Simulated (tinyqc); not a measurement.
n-type polysilicon, carrier trapping at grain boundaries: two steps of the calculation.

One-dimensional grains of size Lg, uniform ionised doping N, monovalent traps Qt at each boundary at a depth Et below (for electrons) or above (for holes) the band edge there, abrupt depletion of width W on each side of a boundary, Boltzmann statistics. xi is the distance from the band edge at the grain centre to the Fermi level. Trapped charge Qt/(1 + exp((xi + VB - Et)/Vt)) = 2 N W, barrier VB = q N W^2/(2 eps0 eps_r).

Inputs (values chosen for the exercise); values of the order met in polycrystalline silicon: temperature T = 300 K; relative permittivity eps_r = 11.7; conduction-band density of states at T NB = 2.8e19 cm^-3; grain size Lg = 29 nm; trap density of a grain boundary Qt = 3.6e12 cm^-2; depth of the trap level from the majority band edge at the boundary Et = 0.44 eV; mass for thermionic emission ms = 0.56 m0; correction factor of the emission rate fe = 0.12; mobility inside the grains mug = 110 cm^2/(V s); doping N = 6.1e17 cm^-3.

Constants: q = 1.602176634e-19 C, kB = 1.380649e-23 J/K, m0 = 9.1093837015e-31 kg, Vt = kB T/q, eps0 = 8.8541878128e-14 F/cm where lengths are in cm. Results are converted to the units shown.

Task 1. Depletion width, Fermi level and barrier. If the trap equation with xi = Vt ln(NB/N) has a root W < Lg/2, the grain is partly depleted; otherwise W = Lg/2 and the trap equation gives xi = Et - VB + Vt ln(Qt/(N Lg) - 1). N* = Qt/Lg.

Give: N*; W; xi; VB; share of traps filled.

Result 1.

N* = 1.241e18 cm^-3
W = 14.50 nm
xi = 0.3417 V
VB = 0.09918 V
share of traps filled = 0.4914

N is 0.491 N*, and the grain is fully depleted; VB = 3.84 Vt.

Task 2. Resistivity and effective mobility. n0 = NB exp(-xi/Vt); mean density n0 (1 - 2 W/Lg) by charge balance in a partly depleted grain, and n0 (sqrt(pi)/2) erf(u)/u with u = sqrt(VB/Vt) in a fully depleted one; v = sqrt(kB T/(2 pi ms m0)); barrier resistivity Vt exp(VB/Vt)/(q fe n0 v Lg); grain resistivity (1 - 2 W/Lg)/(q n0 mug); effective mobility 1/(q mean density total resistivity).

W = 14.5 nm
xi = 0.34171339 V
VB = 0.099177155 V

Give: n0; mean density; v; barrier resistivity; grain resistivity; resistivity; effective mobility.

Result 2.

n0 = 5.089e13 cm^-3
mean density = 2.290e13 cm^-3
v = 3.595e6 cm/s
barrier resistivity = 1.175e5 ohm cm
grain resistivity = 0.000 ohm cm
resistivity = 1.175e5 ohm cm
effective mobility = 2.320 cm^2/(V s)

The resistivity is 1.26e6 times that of a single crystal with the same N and mobility mug, and the mean density is 0.00375 % of N.

tinyqc, about 0.01 s, one thread, Intel Xeon 2.30GHz (shared host): `OMP_NUM_THREADS=1 python tinyqc.py 2830020 2830021 out.jsonl`
